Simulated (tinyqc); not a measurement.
Inverter chain driving a load.

N inverters, each f = Hc^(1/N) times larger than the one before: delay tau N (f + pp). Switched capacitance in units of the first input, with output capacitance pp times the input: Hc + (1 + pp)(Hc - 1)/(f - 1).

Parameters, values chosen for the exercise: load over the input capacitance of the chain Hc = 470; parasitic delay of an inverter pp = 1; delay unit tau = 6.4 ps.

Inverter chain driving a load:

| N | f | delay (ps) | switched capacitance |
|---|---|---|---|
| 2 | 21.679 | 290.30 | 515.36 |
| 3 | 7.7750 | 168.48 | 608.45 |
| 4 | 4.6561 | 144.80 | 726.56 |
| 5 | 3.4231 | 141.54 | 857.11 |
| 6 | 2.7884 | 145.47 | 994.50 |
| 7 | 2.4084 | 152.70 | 1136.0 |
| 8 | 2.1578 | 161.68 | 1280.2 |
| 9 | 1.9811 | 171.71 | 1426.1 |

What does the comparison show?

The delay goes from 290 through a minimum of 142 (at N = 5 among the rows listed) to 172 ps. The best stage effort solves pp + rho (1 - ln rho) = 0, rho = 3.59, which gives N = ln Hc/ln rho = 4.81. One stage fewer than the best costs 2.3 % in delay and saves 15 % of the switched capacitance.

Numbers from tinyqc (`OMP_NUM_THREADS=1 python tinyqc.py 2082014 2082015 out.jsonl`; about 0.01 s on one thread of a shared Intel Xeon 2.30GHz).
